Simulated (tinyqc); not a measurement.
# Signal and retention of a DRAM cell: several studies

A stored one starts at Vd and leaks: Cs dV/dt = -I(V), I = a sqrt((V + Vb)/(Vd + Vb)) + b, with a = Ig exp[-(Eg1 q/kB)(1/T - 1/T0)] (generation in a depletion layer) and b = Is exp[-(Es q/kB)(1/T - 1/T0)]. The bit line is precharged to Vd/2, and charge sharing gives the signal (V - Vd/2) Cs/(Cs + Cb).

Values chosen for this exercise:
- Vd = 1.3 V (array voltage)
- Cs = 12 fF (cell capacitance)
- Cb = 79 fF (bit-line capacitance)
- dm = 47 mV (smallest signal that the sense amplifier resolves)
- Vb = 1.68 V (built-in plus back-bias voltage of the storage junction)
- Ig = 2.2 fA (junction leakage at V = Vd and T0)
- Is = 0.28 fA (voltage-independent leakage at T0)
- Es = 0.44 eV (activation energy of Is)
- T0 = 358 K (reference temperature)
- T = 358 K (temperature)
- sg = 0.77 (deviation of ln(retention time) over the cells)
- Nc = 1.72e10 (cells)
- tr = 64 ms (refresh interval)
- Eg1 = 0.6 eV (activation energy of Ig)

Constants: q = 1.602176634e-19 C, kB = 1.380649e-23 J/K. Results are converted to the units shown.

Each table varies one quantity; the others keep the values above.

## Failing cells against the refresh interval

The cell fails below Vc = Vd/2 + dm (Cs + Cb)/Cs. With s = sqrt((Vc + Vb)/(Vd + Vb)), the time from Vd to Vc is t = [2 Cs (Vd + Vb)/a] [1 - s - (b/a) ln((a + b)/(a s + b))]. This time is the median of a log-normal spread: failing cells = Nc erfc(z/sqrt 2)/2, z = ln(t/tr)/sg.

Result of one run:
```
tr (ms),z,failing cells
2048,-0.44567,1.1560e10
```

What becomes of these results when the refresh interval tr is changed from 2048 to 512 ms, all else the same?

Result of the changed run:
```
tr (ms),z,failing cells
512,1.3547,1.5094e9
```

The whole series:
```
tr (ms),z,failing cells
16,5.8557,40.857
32,4.9555,6205.0
64,4.0553,4.3062e5
128,3.1551,1.3798e7
256,2.2549,2.0760e8
512,1.3547,1.5094e9
1024,0.45453,5.5853e9
2048,-0.44567,1.1560e10
```

Doubling the interval lowers z by ln 2/sg = 0.900 and multiplies the count by 152 between the first two rows and by 2.07 between the last two. It is above 1 in every row.

## Effect of the cell capacitance

Same model as above.

Result of one run:
```
Cs (fF),Vc (V),retention time (s),failing cells
32,0.8130,6.530,16.26
```

What becomes of these results when the cell capacitance Cs is changed from 32 to 24 fF, all else the same?

Result of the changed run:
```
Cs (fF),Vc (V),retention time (s),failing cells
24,0.8517,4.494,288.9
```

The whole series:
```
Cs (fF),Vc (V),retention time (s),failing cells
8,1.161,0.4527,9.513e7
12,1.006,1.453,4.306e5
16,0.9291,2.463,1.831e4
20,0.8827,3.478,1822
24,0.8517,4.494,288.9
28,0.8296,5.512,61.73
32,0.8130,6.530,16.26
```

The retention time rises from 0.453 to 6.53 s, as Cs^(2.88) between the first two rows and Cs^(1.27) between the last two: faster than Cs, because the margin Vd - Vc grows too. It vanishes at Cs = 6.16 fF, where even a fresh one gives only dm.

## Effect of the bit-line capacitance

Same model as above.

Result of one run:
```
Cb (fF),Vc (V),retention time (s),failing cells
120,1.167,0.6501,2.242e7
```

What becomes of these results when the bit-line capacitance Cb is changed from 120 to 75 fF, all else the same?

Result of the changed run:
```
Cb (fF),Vc (V),retention time (s),failing cells
75,0.9908,1.533,3.196e5
```

The whole series:
```
Cb (fF),Vc (V),retention time (s),failing cells
15,0.7558,2.750,8947
30,0.8145,2.441,1.940e4
45,0.8732,2.135,4.502e4
60,0.9320,1.832,1.137e5
75,0.9908,1.533,3.196e5
90,1.050,1.236,1.038e6
105,1.108,0.9415,4.129e6
120,1.167,0.6501,2.242e7
```

Vc rises by dm/Cs = 3.92 mV for each fF, and the retention time falls from 2.75 to 0.650 s; the margin is gone at Cb = 154 fF.

Range of the model: Real arrays also hold a tail of unusually leaky cells and cells whose retention varies in time, which this model lacks.

tinyqc, about 0.01 s, one thread, Intel Xeon 2.30GHz (shared host): `OMP_NUM_THREADS=1 python tinyqc.py 2130062 2130063 out.jsonl`
